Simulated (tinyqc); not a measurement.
Worked calculation: UKS/LDA (PW92) in the sto-3g basis, for H4+, spin multiplicity 2. One step of it, computed by the program tinyqc.

Question. Orthogonalisation. S = U s U^T; symmetric (Loewdin) form X = U s^(-1/2) U^T, so that X^T S X = 1.

overlap S, lower triangle:
```
          1H 1s     2H 1s     3H 1s     4H 1s
1H 1s  1.000000
2H 1s  0.286362  1.000000
3H 1s  0.095131  0.043725  1.000000
4H 1s  0.043725  0.095131  0.286362  1.000000
```

Give: eigenvalues of S; X.

Answer.

eigenvalues of S: 0.6622  0.7650  1.1475  1.4252

X, lower triangle:
```
         1H 1s    2H 1s    3H 1s   4H 1s
1H 1s   1.0358
2H 1s  -0.1502   1.0358
3H 1s  -0.0454  -0.0026   1.0358
4H 1s  -0.0026  -0.0454  -0.1502  1.0358
```
